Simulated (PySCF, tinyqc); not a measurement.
Inside a calculation. Method: G0W0 on RHF in the sto-3g basis, for BeH+, spin multiplicity 1. The lowest restricted solution is unstable here: a spin-polarised one lies 0.0138 hartree lower (PySCF). Computed by tinyqc, a small Python program that keeps every step (integrals from PySCF). Settings: charge = 1, multiplicity = 1, basis = sto-3g, method = RHF, energy threshold = 1e-10, iteration cap = 52, orthogonalisation = symmetric, start = atomic densities, DIIS depth = 6. Command: `OMP_NUM_THREADS=1 python tinyqc.py 23729 23730 out.jsonl` (the two numbers bound the seeds that draw the settings). One thread of a shared host (Intel(R) Xeon(R) Processor @ 2.60GHz), about 0.08 s of CPU time with the checks. The early iterations of the SCF are left out here.

## One-electron integrals

Geometry (angstrom):
```
atom         x         y         z
Be    0.000000  0.000000  0.000000
H     0.000000  0.000000  1.914000
```

Basis sto-3g: exponents (1/bohr^2) and contraction coefficients of normalised primitives:
```
element  l (shell)   exponent  coefficient
Be           s (1)  30.167871     0.154329
Be           s (1)   5.495115     0.535328
Be           s (1)   1.487193     0.444635
Be           s (2)   1.314833    -0.099967
Be           s (2)   0.305539     0.399513
Be           s (2)   0.099371     0.700115
Be           p (3)   1.314833     0.155916
Be           p (3)   0.305539     0.607684
Be           p (3)   0.099371     0.391957
H            s (1)   3.425251     0.154329
H            s (1)   0.623914     0.535328
H            s (1)   0.168855     0.444635
```

Overlap, kinetic and nuclear-attraction integrals over the contracted functions; the nuclear repulsion is the sum of Za Zb / Rab.

nuclear repulsion = 1.10590849 hartree

overlap S, order 1Be 1s, 1Be 2s, 1Be 2px, 1Be 2py, 1Be 2pz, 2H 1s:
$$\begin{pmatrix}
1.000000 & 0.259517 & 0.000000 & 0.000000 & 0.000000 & 0.019532 \\
0.259517 & 1.000000 & 0.000000 & 0.000000 & 0.000000 & 0.256647 \\
0.000000 & 0.000000 & 1.000000 & 0.000000 & 0.000000 & 0.000000 \\
0.000000 & 0.000000 & 0.000000 & 1.000000 & 0.000000 & 0.000000 \\
0.000000 & 0.000000 & 0.000000 & 0.000000 & 1.000000 & 0.339059 \\
0.019532 & 0.256647 & 0.000000 & 0.000000 & 0.339059 & 1.000000
\end{pmatrix}$$

kinetic energy T (hartree), order 1Be 1s, 1Be 2s, 1Be 2px, 1Be 2py, 1Be 2pz, 2H 1s:
$$\begin{pmatrix}
6.693975 & -0.033012 & 0.000000 & 0.000000 & 0.000000 & -0.006228 \\
-0.033012 & 0.211111 & 0.000000 & 0.000000 & 0.000000 & 0.010436 \\
0.000000 & 0.000000 & 0.660592 & 0.000000 & 0.000000 & 0.000000 \\
0.000000 & 0.000000 & 0.000000 & 0.660592 & 0.000000 & 0.000000 \\
0.000000 & 0.000000 & 0.000000 & 0.000000 & 0.660592 & 0.054568 \\
-0.006228 & 0.010436 & 0.000000 & 0.000000 & 0.054568 & 0.760032
\end{pmatrix}$$

nuclear attraction V (hartree), order 1Be 1s, 1Be 2s, 1Be 2px, 1Be 2py, 1Be 2pz, 2H 1s:
$$\begin{pmatrix}
-14.837569 & -1.970996 & 0.000000 & 0.000000 & -0.008823 & -0.147387 \\
-1.970996 & -2.586541 & 0.000000 & 0.000000 & -0.090018 & -0.575555 \\
0.000000 & 0.000000 & -2.547540 & 0.000000 & 0.000000 & 0.000000 \\
0.000000 & 0.000000 & 0.000000 & -2.547540 & 0.000000 & 0.000000 \\
-0.008823 & -0.090018 & 0.000000 & 0.000000 & -2.608367 & -0.740646 \\
-0.147387 & -0.575555 & 0.000000 & 0.000000 & -0.740646 & -2.331874
\end{pmatrix}$$

core Hamiltonian H = T + V (hartree), order 1Be 1s, 1Be 2s, 1Be 2px, 1Be 2py, 1Be 2pz, 2H 1s:
$$\begin{pmatrix}
-8.143594 & -2.004008 & 0.000000 & 0.000000 & -0.008823 & -0.153615 \\
-2.004008 & -2.375430 & 0.000000 & 0.000000 & -0.090018 & -0.565119 \\
0.000000 & 0.000000 & -1.886948 & 0.000000 & 0.000000 & 0.000000 \\
0.000000 & 0.000000 & 0.000000 & -1.886948 & 0.000000 & 0.000000 \\
-0.008823 & -0.090018 & 0.000000 & 0.000000 & -1.947776 & -0.686078 \\
-0.153615 & -0.565119 & 0.000000 & 0.000000 & -0.686078 & -1.571843
\end{pmatrix}$$

## Two-electron integrals

Functions are numbered as in S; the eight-fold symmetry (ij|kl) = (ji|kl) = (kl|ij) leaves the list below.

Two-electron integrals (ij|kl) in chemists' order, unique and non-zero (hartree):
```
(11|11) 2.298831   (21|11) 0.392036   (21|21) 0.079539   (22|11) 0.570988
(22|21) 0.143041   (22|22) 0.417683   (31|31) 0.014607   (32|31) 0.021888
(32|32) 0.092265   (33|11) 0.569578   (33|21) 0.143083   (33|22) 0.417589
(33|33) 0.449859   (41|41) 0.014607   (42|41) 0.021888   (42|42) 0.092265
(43|43) 0.024249   (44|11) 0.569578   (44|21) 0.143083   (44|22) 0.417589
(44|33) 0.401360   (44|44) 0.449859   (51|51) 0.014607   (52|51) 0.021888
(52|52) 0.092265   (53|53) 0.024249   (54|54) 0.024249   (55|11) 0.569578
(55|21) 0.143083   (55|22) 0.417589   (55|33) 0.401360   (55|44) 0.401360
(55|55) 0.449859   (61|11) 0.029043   (61|21) 0.005893   (61|22) 0.010708
(61|33) 0.010640   (61|44) 0.010640   (61|51) 0.000543   (61|52) 0.001023
(61|55) 0.010851   (61|61) 0.000459   (62|11) 0.101365   (62|21) 0.025930
(62|22) 0.086930   (62|33) 0.083322   (62|44) 0.083322   (62|51) 0.003299
(62|52) 0.023192   (62|55) 0.094056   (62|61) 0.002132   (62|62) 0.032086
(63|31) 0.001917   (63|32) 0.009939   (63|53) 0.003631   (63|63) 0.002275
(64|41) 0.001917   (64|42) 0.009939   (64|54) 0.003631   (64|64) 0.002275
(65|11) 0.121939   (65|21) 0.031470   (65|22) 0.109756   (65|33) 0.103515
(65|44) 0.103515   (65|51) 0.005158   (65|52) 0.035409   (65|55) 0.122113
(65|61) 0.002658   (65|62) 0.045085   (65|65) 0.064322   (66|11) 0.276271
(66|21) 0.071661   (66|22) 0.269303   (66|33) 0.252136   (66|44) 0.252136
(66|51) 0.008724   (66|52) 0.083638   (66|55) 0.303223   (66|61) 0.005911
(66|62) 0.136761   (66|65) 0.200660   (66|66) 0.774606
```

## Orthogonalisation

S = U s U^T; symmetric (Loewdin) form X = U s^(-1/2) U^T, so that X^T S X = 1.

eigenvalues of S: [0.547169, 0.801226, 1.000000, 1.000000, 1.183925, 1.467680]

X, order 1Be 1s, 1Be 2s, 1Be 2px, 1Be 2py, 1Be 2pz, 2H 1s:
$$\begin{pmatrix}
1.027296 & -0.140022 & 0.000000 & 0.000000 & -0.005707 & 0.018854 \\
-0.140022 & 1.057219 & 0.000000 & 0.000000 & 0.039097 & -0.149832 \\
0.000000 & 0.000000 & 1.000000 & 0.000000 & 0.000000 & 0.000000 \\
0.000000 & 0.000000 & 0.000000 & 1.000000 & 0.000000 & 0.000000 \\
-0.005707 & 0.039097 & 0.000000 & 0.000000 & 1.049883 & -0.192173 \\
0.018854 & -0.149832 & 0.000000 & 0.000000 & -0.192173 & 1.079148
\end{pmatrix}$$

## Iteration 9 (converged): orbitals

converged F (hartree), order 1Be 1s, 1Be 2s, 1Be 2px, 1Be 2py, 1Be 2pz, 2H 1s:
$$\begin{pmatrix}
-4.980970 & -1.399020 & 0.000000 & 0.000000 & 0.015820 & -0.106408 \\
-1.399020 & -0.841291 & 0.000000 & 0.000000 & -0.087930 & -0.338106 \\
0.000000 & 0.000000 & -0.119502 & 0.000000 & 0.000000 & 0.000000 \\
0.000000 & 0.000000 & 0.000000 & -0.119502 & 0.000000 & 0.000000 \\
0.015820 & -0.087930 & 0.000000 & 0.000000 & -0.212148 & -0.294723 \\
-0.106408 & -0.338106 & 0.000000 & 0.000000 & -0.294723 & -0.392961
\end{pmatrix}$$

Diagonalise F' = X^T F X, C = X C', fill 2 alpha and 2 beta electrons from the bottom; D = 2 C_occ C_occ^T. Each column has its largest component positive (the first on a tie).

F' = X^T F X (hartree):
$$\begin{pmatrix}
-4.873363 & -0.700676 & 0.000000 & 0.000000 & 0.014715 & 0.028036 \\
-0.700676 & -0.534259 & 0.000000 & 0.000000 & -0.026445 & -0.224750 \\
0.000000 & 0.000000 & -0.119502 & 0.000000 & 0.000000 & 0.000000 \\
0.000000 & 0.000000 & 0.000000 & -0.119502 & 0.000000 & 0.000000 \\
0.014715 & -0.026445 & 0.000000 & 0.000000 & -0.132812 & -0.225402 \\
0.028036 & -0.224750 & 0.000000 & 0.000000 & -0.225402 & -0.256145
\end{pmatrix}$$

orbital energies (hartree): MO1 -4.983734, MO2 -0.633176, MO3 -0.250498, MO4 -0.119502, MO5 -0.119502, MO6 0.070829

coefficients C, order 1Be 1s, 1Be 2s, 1Be 2px, 1Be 2py, 1Be 2pz, 2H 1s:
$$\begin{pmatrix}
0.993027 & -0.203641 & -0.197837 & 0.000000 & 0.000000 & 0.092836 \\
0.025907 & 0.682101 & 0.727027 & 0.000000 & 0.000000 & -0.408405 \\
0.000000 & 0.000000 & 0.000000 & -0.242067 & 0.970259 & 0.000000 \\
0.000000 & 0.000000 & 0.000000 & 0.970259 & 0.242067 & 0.000000 \\
-0.002015 & 0.245278 & -0.565873 & 0.000000 & 0.000000 & -0.871991 \\
-0.002737 & 0.500634 & -0.423086 & 0.000000 & 0.000000 & 0.891433
\end{pmatrix}$$

D after iteration 9, order 1Be 1s, 1Be 2s, 1Be 2px, 1Be 2py, 1Be 2pz, 2H 1s:
$$\begin{pmatrix}
2.055146 & -0.226356 & 0.000000 & 0.000000 & -0.103899 & -0.209335 \\
-0.226356 & 0.931866 & 0.000000 & 0.000000 & 0.334505 & 0.682824 \\
0.000000 & 0.000000 & 0.000000 & 0.000000 & 0.000000 & 0.000000 \\
0.000000 & 0.000000 & 0.000000 & 0.000000 & 0.000000 & 0.000000 \\
-0.103899 & 0.334505 & 0.000000 & 0.000000 & 0.120331 & 0.245601 \\
-0.209335 & 0.682824 & 0.000000 & 0.000000 & 0.245601 & 0.501284
\end{pmatrix}$$

Within a degenerate level the vectors are fixed only up to a rotation; this is one choice.

## Convergence

Stop when the energy changes by less than 1e-10 hartree and every element of the error matrix X^T (F D S - S D F) X is below 3e-06.

Course of the cycle:
```
iteration   E (hartree)     change  largest element of the error matrix
1          -12.59652687          -                             1.11e-01
2          -14.54843657  -1.95e+00                             1.56e-01
3          -14.57880916  -3.04e-02                             8.70e-02
4          -14.59464392  -1.58e-02                             8.31e-03
5          -14.59486502  -2.21e-04                             3.82e-03
6          -14.59488770  -2.27e-05                             2.85e-04
7          -14.59488804  -3.43e-07                             2.74e-05
8          -14.59488804  -2.57e-09                             1.32e-07
9          -14.59488804  -1.95e-14                             5.68e-09
```

PySCF RHF in the same basis = -14.59488804 hartree

Converged in 9 iterations.

## Integrals over molecular orbitals

(pq|rs) = sum C_ip C_jq C_kr C_ls (ij|kl), one index at a time.

one-electron integrals over orbitals h = C^T H C (hartree):
$$\begin{pmatrix}
-8.134198 & 0.176939 & 0.191088 & 0.000000 & 0.000000 & -0.057713 \\
0.176939 & -1.949688 & -0.092628 & 0.000000 & 0.000000 & 0.240185 \\
0.191088 & -0.092628 & -1.837372 & 0.000000 & 0.000000 & -0.113168 \\
0.000000 & 0.000000 & 0.000000 & -1.886948 & 0.000000 & 0.000000 \\
0.000000 & 0.000000 & 0.000000 & 0.000000 & -1.886948 & 0.000000 \\
-0.057713 & 0.240185 & -0.113168 & 0.000000 & 0.000000 & -1.654553
\end{pmatrix}$$

Two-electron integrals over orbitals (pq|rs), unique and non-zero (hartree):
```
(11|11) 2.275809    (21|11) -0.175196   (21|21) 0.022285    (22|11) 0.448470
(22|21) -0.001743   (22|22) 0.441856    (31|11) -0.170666   (31|21) 0.018257
(31|22) -0.013079   (31|31) 0.025438    (32|11) 0.087135    (32|21) -0.005737
(32|22) -0.063386   (32|31) 0.001502    (32|32) 0.071576    (33|11) 0.511409
(33|21) -0.010255   (33|22) 0.330535    (33|31) 0.001848    (33|32) 0.028888
(33|33) 0.414698    (41|41) 0.015580    (42|41) 0.014430    (42|42) 0.046771
(43|41) 0.013664    (43|42) 0.035620    (43|43) 0.047161    (44|11) 0.569240
(44|21) -0.006137   (44|22) 0.345658    (44|31) -0.006012   (44|32) 0.046504
(44|33) 0.375599    (44|44) 0.449859    (51|51) 0.015580    (52|51) 0.014430
(52|52) 0.046771    (53|51) 0.013664    (53|52) 0.035620    (53|53) 0.047161
(54|54) 0.024249    (55|11) 0.569240    (55|21) -0.006137   (55|22) 0.345658
(55|31) -0.006012   (55|32) 0.046504    (55|33) 0.375599    (55|44) 0.401360
(55|55) 0.449859    (61|11) 0.075819    (61|21) -0.012798   (61|22) -0.008540
(61|31) -0.001535   (61|32) 0.008058    (61|33) 0.013972    (61|44) 0.001991
(61|55) 0.001991    (61|61) 0.015013    (62|11) -0.132962   (62|21) 0.001025
(62|22) 0.012941    (62|31) 0.008620    (62|32) -0.057798   (62|33) -0.000943
(62|44) -0.069822   (62|55) -0.069822   (62|61) 0.005917    (62|62) 0.114514
(63|11) 0.083658    (63|21) -0.003360   (63|22) -0.056740   (63|31) 0.004899
(63|32) 0.068657    (63|33) 0.045531    (63|44) 0.041793    (63|55) 0.041793
(63|61) 0.008176    (63|62) -0.062480   (63|63) 0.085750    (64|41) -0.006477
(64|42) -0.023982   (64|43) -0.006057   (64|64) 0.021536    (65|51) -0.006477
(65|52) -0.023982   (65|53) -0.006057   (65|65) 0.021536    (66|11) 0.479035
(66|21) -0.002258   (66|22) 0.448419    (66|31) -0.011741   (66|32) -0.067130
(66|33) 0.359524    (66|44) 0.349416    (66|55) 0.349416    (66|61) -0.007059
(66|62) 0.035966    (66|63) -0.058292   (66|66) 0.482826
```

## Screening: direct RPA

With D = e_a - e_i and K = (ia|jb): diagonalise D^(1/2) (D + 4K) D^(1/2) = Z w^2 Z^T; X + Y = D^(1/2) Z w^(-1/2), each column of Z with its largest component positive (the first on a tie); E_c = (sum w - tr (D + 2K)) / 2.

D^(1/2) (D + 4K) D^(1/2) (hartree^2), order 1>3, 1>4, 1>5, 1>6, 2>3, 2>4, 2>5, 2>6:
$$\begin{pmatrix}
22.885136 & 0.000000 & 0.000000 & -0.030037 & 0.008086 & 0.000000 & 0.000000 & 0.062938 \\
0.000000 & 23.963891 & 0.000000 & 0.000000 & 0.000000 & 0.091240 & 0.000000 & 0.000000 \\
0.000000 & 0.000000 & 23.963891 & 0.000000 & 0.000000 & 0.000000 & 0.091240 & 0.000000 \\
-0.030037 & 0.000000 & 0.000000 & 25.852144 & 0.044826 & 0.000000 & 0.000000 & 0.044648 \\
0.008086 & 0.000000 & 0.000000 & 0.044826 & 0.256005 & 0.000000 & 0.000000 & -0.119999 \\
0.000000 & 0.091240 & 0.000000 & 0.000000 & 0.000000 & 0.359961 & 0.000000 & 0.000000 \\
0.000000 & 0.000000 & 0.091240 & 0.000000 & 0.000000 & 0.000000 & 0.359961 & 0.000000 \\
0.062938 & 0.000000 & 0.000000 & 0.044648 & -0.119999 & 0.000000 & 0.000000 & 0.818097
\end{pmatrix}$$

excitation energies w (hartree): [0.480968, 0.599673, 0.599673, 0.917841, 4.783829, 4.895329, 4.895329, 5.084545]

X + Y, order 1>3, 1>4, 1>5, 1>6, 2>3, 2>4, 2>5, 2>6:
$$\begin{pmatrix}
-0.002854 & 0.000000 & 0.000000 & -0.006189 & 0.994643 & 0.000000 & 0.000000 & -0.009725 \\
0.000000 & -0.009917 & 0.004779 & 0.000000 & 0.000000 & 0.993388 & -0.082543 & 0.000000 \\
0.000000 & -0.004779 & -0.009917 & 0.000000 & 0.000000 & 0.082543 & 0.993388 & 0.000000 \\
-0.006693 & 0.000000 & 0.000000 & -0.003268 & 0.010355 & 0.000000 & 0.000000 & 0.996993 \\
0.873853 & 0.000000 & 0.000000 & -0.129535 & 0.000102 & 0.000000 & 0.000000 & 0.000477 \\
0.000000 & 0.833749 & -0.401795 & 0.000000 & 0.000000 & 0.001248 & -0.000104 & 0.000000 \\
0.000000 & 0.401795 & 0.833749 & 0.000000 & 0.000000 & 0.000104 & 0.001248 & 0.000000 \\
0.242702 & 0.000000 & 0.000000 & 0.857990 & 0.001101 & 0.000000 & 0.000000 & 0.000651
\end{pmatrix}$$

RPA correlation energy = -0.03779574 hartree

Within a degenerate level the vectors are fixed only up to a rotation; this is one choice.

## G0W0 on Hartree-Fock: HOMO

W(p,q,m) = sqrt2 sum_ia (pq|ia) (X+Y)_ia,m; Sigma_c(x) = sum_(i,m) W^2/(x - e_i + w_m) + sum_(a,m) W^2/(x - e_a - w_m); solve x = e_p + Sigma_c(x) by Newton steps; Z = 1/(1 - dSigma/dx); 1 hartree = 27.211386 eV.

The 12 largest terms at x = e_p (hartree; W for the signs of X + Y given):
```
q  m          W       term
6  4   0.149435  -0.013769
2  1  -0.073757   0.011311
3  1   0.068534  -0.005438
3  4  -0.083293  -0.005335
4  2   0.054945  -0.002712
5  3   0.054945  -0.002712
6  1  -0.032213  -0.000876
2  4   0.027468   0.000822
5  2   0.026479  -0.000630
4  3  -0.026479  -0.000630
4  6   0.020355  -0.000077
5  7   0.020355  -0.000077
```

Newton steps (hartree):
```
step          x  Sigma_c(x)         Z
0     -0.633176   -0.019969  0.952275
1     -0.652193   -0.019005  0.951179
2     -0.652182   -0.019006  0.951180
```

quasiparticle energy of the HOMO = -17.746781 eV

Hartree-Fock value = -17.229604 eV

## G0W0 on Hartree-Fock: LUMO

As before.

The 12 largest terms at x = e_p (hartree; W for the signs of X + Y given):
```
q  m          W       term
6  4  -0.088470  -0.006316
2  1   0.068534   0.005438
2  4  -0.083293   0.005335
6  1   0.063306  -0.004995
3  1   0.035237  -0.002582
4  2   0.041808  -0.002392
5  3   0.041808  -0.002392
5  2   0.020148  -0.000556
4  3  -0.020148  -0.000556
1  5   0.035773   0.000134
3  8   0.019694  -0.000076
4  6   0.019259  -0.000074
```

Newton steps (hartree):
```
step          x  Sigma_c(x)         Z
0     -0.250498   -0.009141  0.965920
1     -0.259327   -0.008831  0.966297
2     -0.259329   -0.008831  0.966297
```

quasiparticle energy of the LUMO = -7.056696 eV

Hartree-Fock value = -6.816397 eV
